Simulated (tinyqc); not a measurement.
A barrier in a uniform field, exact transmission by Airy functions: two steps of the calculation.

The left lead has its band edge at 0, the barrier edge falls as U(x) = U0 - F x with F = V/d for 0 < x < d, and the right lead has its edge at -V. No transverse momentum; C = hbar^2/(2 m0); psi and psi'/m are continuous. M carries (psi, psi'/m) across the barrier.

Parameters, values chosen for the exercise; U0 - E and the mass are of the order of those of zirconium oxide on silicon; the mass of the right lead is set freely: mass in the left lead mL = 0.69 m0; barrier edge at x = 0 U0 = 2.01 eV; mass in the barrier m1 = 0.25 m0; electron energy E = 0.67 eV; barrier width d = 1.8 nm; voltage across the barrier V = 3.1 V; mass in the right lead mR = 1.3 m0.

Constants: q = 1.602176634e-19 C, hbar = 1.054571817e-34 J s, m0 = 9.1093837015e-31 kg, hbar^2/(2 m0) = 0.0380998212 eV nm^2. Results are converted to the units shown.

Question 1. Scaled variables. Energy scale e = (C F^2/m1)^(1/3), z(x) = (U(x) - E)/e, s = (dz/dx)/m1 = -F/(e m1); v = k/m in a lead. vL = sqrt(mL E/C)/mL, vR = sqrt(mR (E + V)/C)/mR.

Wanted: F; e; z1; z2; s; vL; vR.

Answer 1.

F = 1.722 V/nm
e = 0.7675 eV
z1 = 1.746
z2 = -2.293
s = -8.976 1/nm
vL = 5.048 1/nm
vR = 8.724 1/nm

z2 < 0: the electron leaves the forbidden region inside the barrier.

Question 2. Transmission, exact and WKB. With M acting on (psi, psi'/m) and v = k/m in each lead, T(E) = 4 vL vR/[(vL vR M12 - M21)^2 + (vR M11 + vL M22)^2]. WKB: exp(-S), S = (4/(3 F)) sqrt(m1/C) [max(U0 - E, 0)^1.5 - max(U0 - F d - E, 0)^1.5].

M (M12 in nm, M21 in 1/nm):
```
            1            2
1  0.16613408  0.034929654
2  -54.148165   -5.3654051
```

vL = 5.0483724 1/nm
vR = 8.7244394 1/nm

Give: T(E); S; exp(-S); ratio T(E)/exp(-S).

Answer 2.

T(E) = 0.046877
S = 3.0762
exp(-S) = 0.046134
ratio T(E)/exp(-S) = 1.0161

Range of the model: Masses are held fixed, although real bands cease to be parabolic a few tenths of an eV from their edges.

Numbers from tinyqc (`OMP_NUM_THREADS=1 python tinyqc.py 2580015 2580016 out.jsonl`; about 0.01 s on one thread of a shared Intel Xeon 2.30GHz).
